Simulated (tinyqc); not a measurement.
Sputter depth profiling of a dopant layer: erosion rate, quantification and the mixing-roughness response: one step, computed by the program tinyqc. Command: `OMP_NUM_THREADS=1 python tinyqc.py 3004792 3004793 out.jsonl sims walk`. One thread of a shared host (Intel(R) Xeon(R) Processor @ 2.30GHz), about 0.08 s of CPU time with the checks.

A rastered ion beam erodes silicon (49.94 atoms per nm^3). The measured profile is the true one convolved with a depth response.

Task: Erosion and sensitivity. Scaling chosen for the exercise: yield Y = Y1 E^0.5, mixing length w = w1 E^0.5 (E in keV). Erosion rate = Y I/(e x raster^2 x density); depth step = rate x counting time; concentration = RSF x counts/matrix counts; detection limit = RSF x 3 sqrt(background x time)/(matrix rate x time).

Inputs (values chosen for the exercise, modelled on a dopant in silicon under an oxygen or caesium beam):
```
quantity                           value    unit
beam energy E                        1.7     keV
beam current                         150      nA
raster side                          200      um
sputter yield at 1 keV              0.97       -
mixing length at 1 keV                 2      nm
relative sensitivity factor RSF  4.3e+21  1/cm^3
matrix count rate                 420000     1/s
background count rate                0.7     1/s
counting time per point                2       s
```

True profile: box.

Constants: e = 1.602176634e-19 C.

Give: yield Y; mixing length w; erosion rate; depth step; detection limit.

Result:

yield Y = 1.265

mixing length w = 2.608 nm

erosion rate = 0.5927 nm/s

depth step = 1.185 nm

detection limit = 1.817e+16 1/cm^3

Caution: with so few background counts Poisson statistics, not 3 sqrt(N), set the true limit.
